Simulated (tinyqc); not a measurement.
Cahn-Hilliard equation on a periodic one-dimensional grid: one step, computed by the program tinyqc.

Free energy F = h sum_j [A (c_j^2 - 1)^2/4 + (kappa/2) ((c_(j+1) - c_j)/h)^2]; dc/dt = Lap(mu), mu = A (c^3 - c) - kappa Lap(c), Lap(y)_j = (y_(j+1) - 2 y_j + y_(j-1))/h^2, mobility 1; the grid has n = 12 points.

Problem. Linear stability. f'' = A (3 c0^2 - 1). Mode m has lambda_m = (4/h^2) sin^2(pi m/n) and the rate w_m = -lambda_m (f'' + kappa lambda_m). In the continuum the fastest wavelength is 2 pi sqrt(2 kappa/|f''|) with the rate f''^2/(4 kappa). Explicit steps near c = +-1, where f'' = 2A, are stable for dt < 2/(16 kappa/h^4 + 8 A/h^2).

Inputs (values chosen for the exercise, in reduced units):
```
quantity                    value  unit
spacing h                     1.1     -
well depth A                 0.73     -
gradient coefficient kappa   0.97     -
mean composition c0          0.14     -
```

Give: f''; Modes of the grid; fastest wavelength; largest rate; explicit limit of dt.

Solution.

f'' = -0.687076

Modes of the grid:
```
m  lambda_m     w_m
1     0.221   0.105
2     0.826  -0.095
3     1.653  -1.514
4     2.479  -4.259
5     3.084  -7.109
6     3.306  -8.329
```

fastest wavelength = 10.56

largest rate = 0.1217

explicit limit of dt = 0.1296
